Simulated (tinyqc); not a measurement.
Brillouin zone and empty-lattice bands of the bcc structure: one step. The free-electron sphere. Two cases, with inputs chosen for the exercise.

Problem. n = Z/V, kF = (3 pi^2 n)^(1/3), EF = c0 kF^2, rs = (3/(4 pi n))^(1/3)/a0; compare kF with |k| of the points on the zone surface.

Primitive vectors a (-1/2,1/2,1/2), a (1/2,-1/2,1/2), a (1/2,1/2,-1/2); one atom. Reciprocal vectors obey a_i.b_j = 2 pi delta_ij; k is given in units of 2 pi/a. Empty-lattice levels are c0 (2 pi/a)^2 |k + G|^2, c0 = hbar^2/2m0. Points: H = (1, 0, 0), N = (0.5, 0.5, 0), P = (0.5, 0.5, 0.5).

Constants: hbar^2/2m0 = 3.80998211 eV angstrom^2; a0 (Bohr radius) = 0.5291772105 angstrom.

Give: n; kF; EF; rs; Points.

Case 1.

Values chosen (out of a larger set: lattice near that of Na; not measured data): a = 4.289 angstrom (lattice constant); Z = 1 (free electrons per atom).

Solution.

n = 0.02535 1/angstrom^3
kF = 0.6204 2 pi/a
EF = 3.147 eV
rs = 3.991

Points:
```
point,|k| (2 pi/a),kF/|k|,lowest level (eV),levels below EF
H,1.0000,0.620,8.177,0
N,0.7071,0.877,4.088,0
P,0.8660,0.716,6.132,0
```

The sphere lies wholly inside the first zone; it comes closest to the surface at N (88 % of the way).

Case 2.

Values chosen (out of a larger set: lattice near that of W; not measured data): a = 3.171 angstrom (lattice constant); Z = 1 (free electrons per atom).

Solution.

n = 0.06273 1/angstrom^3
kF = 0.6204 2 pi/a
EF = 5.757 eV
rs = 2.950

Points:
```
point,|k| (2 pi/a),kF/|k|,lowest level (eV),levels below EF
H,1.0000,0.620,14.959,0
N,0.7071,0.877,7.479,0
P,0.8660,0.716,11.219,0
```

The sphere lies wholly inside the first zone; it comes closest to the surface at N (88 % of the way). Free electrons ignore the d bands of this metal.

Computed by tinyqc, one run a case: `OMP_NUM_THREADS=1 python tinyqc.py N N+1 out.jsonl` with N = 1880947, 1881143; one thread of a shared Intel(R) Xeon(R) Processor @ 2.30GHz, about 0.01 s a run at most.
